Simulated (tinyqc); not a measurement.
From results back to parameters: Koster-Slater impurity in an sp3s* host.

Problem. In the Koster-Slater model a defect shifts the s level of its site by Vs and the p levels by Vp; an A1 level solves 1/Vs = G_s(E) and a T2 level 1/Vp = G_p(E), E from the top of the valence band. A defect has an A1 level at E = 0.5748 eV, one of the energies of the table, and a T2 level at 1.7245 eV.

G(E) of the host (1/eV):
```
E (eV)         G_s         G_p
0.0000  -0.0875522   0.0380571
0.2874  -0.1098545  -0.0186124
0.5748  -0.1356246  -0.0547910
0.8622  -0.1669548  -0.0873332
1.1497  -0.2070425  -0.1214009
1.4371  -0.2615734  -0.1622588
1.7245  -0.3422458  -0.2201123
2.0119  -0.4791982  -0.3290454
2.2993  -0.8665654  -1.0685296
```

Find: Vs, Vp.

Solution. Read G_s and G_p at the two energies and invert them. Vs is attractive and pulls its level down from the conduction bands. Vp is attractive and pulls its level down from the conduction bands.

Vs, Vp (eV): -7.4  -4.5

Program tinyqc; command `OMP_NUM_THREADS=1 python tinyqc.py 1450199 1450200 out.jsonl`; about 0.01 s on one thread of a shared Intel(R) Xeon(R) Processor @ 2.30GHz.
